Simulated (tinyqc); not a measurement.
Cap thickness from the capacitance plateau.

Problem. With only the buried channel on, 1/C = 1/Cox + (tc + zc)/(eps0 eps_r), Cox = eps0 eox/tox. Find tc and the oxide-equivalent thickness 3.9 eps0/C.

Parameters, values chosen for the exercise; band and dielectric values close to those of silicon:
```
symbol,value,unit,meaning
eps_r,11.9,,relative permittivity
eox,9.22,,relative permittivity of the gate insulator (close to aluminium oxide)
tox,5,nm,insulator thickness
zc,0.8,nm,depth of the hole centroid below the top of the SiGe
```

Constants: eps0 = 8.8541878128e-14 F/cm where lengths are in cm. Results are converted to the units shown.

plateau of C/Cox with only the buried channel on = 0.74576356

Answer. The cap and the centroid act as a second capacitor in series with the insulator.

tc = 1.40 nm
equivalent thickness = 2.84 nm

Program tinyqc, `OMP_NUM_THREADS=1 python tinyqc.py 2042104 2042105 out.jsonl`; Intel Xeon 2.30GHz, shared host, one thread, about 0.02 s.
